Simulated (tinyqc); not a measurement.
Chemical-mechanical planarisation: Preston law, pattern density and step-height reduction: one step, computed by the program tinyqc.

A row of 12 cells, repeated periodically, holds raised features that cover a share rho of each cell.

Question. Effective density. The stiff pad averages the density: rho_eff(i) = sum_j w_ij rho_j / sum_j w_ij, w = exp(-2 d^2/L^2), L the planarisation length and d the distance between cell centres, summed over all periodic images of cell j.

Inputs (values chosen for the exercise, close to those used for oxide polishing): cell size = 2 mm; planarisation length = 3.2 mm.

local pattern densities, cell by cell: 0.1  0.3  0.9  0.7  0.6  0.2  0.5  0.2  0.5  0.8  0.9  0.4

Give: normalised weights (images included) for cells 0, 1, 2, ... apart; effective densities.

Answer.

normalised weights (images included) for cells 0, 1, 2, ... apart: 0.49867  0.22831  0.02191  0.00044  0.00000  0.00000  0.00000

effective densities: 0.24979  0.40268  0.69272  0.70276  0.53558  0.37121  0.36543  0.35062  0.50859  0.73199  0.73615  0.45250

Local densities span 0.1 to 0.9, effective ones 0.250 to 0.736.
